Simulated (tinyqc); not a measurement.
# Molecular dynamics of a small cluster by velocity Verlet steps, step by step

A worked calculation. Computed by tinyqc, a small Python program that keeps every step. Command: `OMP_NUM_THREADS=1 python tinyqc.py 3000325 3000326 out.jsonl verlet walk`. One thread of a shared host (Intel(R) Xeon(R) Processor @ 2.30GHz), about 0.02 s of CPU time with the checks. Intermediate numbers are printed to about 7 digits and carried at full precision; extremes and crossings named in words are read from the listed rows.

E = sum_i {sum_j A exp(-p (r_ij/r0 - 1)) - xi sqrt(rho_i)}, rho_i = sum_j exp(-2 q (r_ij/r0 - 1)); the force on i is -sum_j w_ij (R_i - R_j)/r_ij with w_ij = -(2p/r0) A exp(-p (r_ij/r0 - 1)) + (xi q/r0) exp(-2 q (r_ij/r0 - 1)) (rho_i^(-1/2) + rho_j^(-1/2)).

Inputs (values chosen for the exercise, for model atoms): length r0 = 2.41 angstrom; repulsion A = 0.14 eV; hopping xi = 1.91 eV; decay p = 10.4; decay q = 2.64; atomic mass M = 171 u; time step dt = 51 fs; steps = 200.

Potential: Gupta. Thermostat: none.

starting positions (angstrom), rows atom 1, atom 2, atom 3, atom 4, columns x, y, z:
```
[[-0.03, -0.02, 0.01],
 [2.25, -0.02, 0.04],
 [1.12, 1.94, 0.01],
 [1.11, 0.65, 1.78]]
```

starting velocities (angstrom/fs), rows atom 1, atom 2, atom 3, atom 4, columns x, y, z:
```
[[0.00067, 0.00055, 0.0004],
 [-0.00031, 0.00049, -0.00045],
 [0.00062, -0.00023, -0.00035],
 [-0.00098, -0.00081, 0.00039]]
```

Constants: 1 eV/(angstrom u) = 9.648533212e-03 angstrom/fs^2; k_B = 8.617333262e-05 eV/K.

## State at the start

Velocity Verlet: a = c F/M with c = 9.648533212e-3 angstrom/fs^2 per eV/(angstrom u); R(new) = R + v dt + a dt^2/2; v(new) = v + (a + a(new)) dt/2. Kinetic energy K = M v^2/(2c); temperature T = 2K/((3N - 3) k_B), rotation of the cluster included.

forces (eV/angstrom), rows atom 1, atom 2, atom 3, atom 4, columns x, y, z:
```
[[0.9412873, 0.5252124, 0.1579107],
 [-0.8233171, 0.4291926, 0.0003748],
 [-0.0307203, -0.9206613, 0.0458920],
 [-0.0872500, -0.0337437, -0.2041775]]
```

potential energy = -12.43020 eV

kinetic energy = 0.03348299 eV

temperature = 86.34533 K

## Step 1

The formulas are those given above.

positions after step 1 (angstrom), rows atom 1, atom 2, atom 3, atom 4, columns x, y, z:
```
[[0.073241, 0.046590, 0.041987],
 [2.173775, 0.036484, 0.017078],
 [1.149366, 1.860712, -0.004482],
 [1.053618, 0.606214, 1.784908]]
```

new forces (eV/angstrom), rows atom 1, atom 2, atom 3, atom 4, columns x, y, z:
```
[[-2.393326, -1.286822, -1.178362],
 [1.978751, -1.173643, -0.329160],
 [-0.050583, 2.106033, -0.237432],
 [0.465158, 0.354432, 1.744953]]
```

velocities after step 1 (angstrom/fs), rows atom 1, atom 2, atom 3, atom 4, columns x, y, z:
```
[[-0.001419217, -0.000545816, -0.001068242],
 [0.001352457, -0.000581127, -0.000923061],
 [0.000503020, 0.001475532, -0.000625590],
 [-0.000436260, -0.000348589, 0.002606893]]
```

total energy = -12.12227 eV

## Step 2

The formulas are those given above.

positions after step 2 (angstrom), rows atom 1, atom 2, atom 3, atom 4, columns x, y, z:
```
[[-0.174760, -0.075673, -0.098961],
 [2.387951, -0.079275, -0.054152],
 [1.171308, 2.090504, -0.053810],
 [1.065502, 0.614444, 2.045903]]
```

new forces (eV/angstrom), rows atom 1, atom 2, atom 3, atom 4, columns x, y, z:
```
[[2.815887, 1.571612, 1.226803],
 [-2.824677, 1.664115, 1.100905],
 [-0.075927, -3.282691, 1.109332],
 [0.084717, 0.046965, -3.437040]]
```

velocities after step 2 (angstrom/fs), rows atom 1, atom 2, atom 3, atom 4, columns x, y, z:
```
[[-8.112300e-04, -1.360563e-04, -9.985444e-04],
 [1.353236e-04, 1.245722e-04, 1.873392e-04],
 [3.209961e-04, -2.174619e-04, 6.289133e-04],
 [3.549103e-04, 2.289460e-04, 1.722919e-04]]
```

total energy = -10.38716 eV

## Fastest vibration

Relax the cluster, diagonalise the Hessian (central differences): omega_max = sqrt(c lambda_max/M). Verlet steps are stable for omega_max dt < 2.

omega_max = 0.04714292 1/fs

shortest period = 133.2795 fs

omega_max dt = 2.404289

The step is 1/2.6 of the shortest period.

## The trajectory

Spread = largest minus smallest value. The test of the step is the spread (largest minus smallest) of the total energy over the run without thermostat, against the spread of K; the step passes below 5 %. The mean T is over the second half.

Course of the run (evenly spaced rows):
```
step  t (fs)    U (eV)        K (eV)     U + K (eV)         T (K)
0          0  -12.4302  3.348299e-02  -1.239672e+01  8.634533e+01
1         51  -12.2676  1.453406e-01  -1.212227e+01  3.748016e+02
2        102  -10.4093  2.212301e-02  -1.038716e+01  5.705042e+01
3        153  -12.3438  3.475151e-01  -1.199629e+01  8.961656e+02
4        204  -11.5682  1.424628e+00  -1.014357e+01  3.673804e+03
5        255   -5.5970  4.117128e+00  -1.479846e+00  1.061717e+04
6        306   -3.3019  1.482339e+00  -1.819573e+00  3.822630e+03
7        357   -3.1201  1.303105e+00  -1.817018e+00  3.360424e+03
8        408   -5.0248  3.168373e+00  -1.856384e+00  8.170543e+03
9        459  343.4257  8.861359e+04   8.895701e+04  2.285151e+08
```

spread of the total energy = 88969.41 eV

spread of the total over spread of K = 1.004016

mean temperature = 4.570821e+07 K

The total energy spreads by 100 % of the swings of K: with omega_max dt = 2.40 the step is too long, beyond the stability limit of 2.

Reruns converge with time step dt = 6.4. Reruns still fail with time step dt = 36.0.
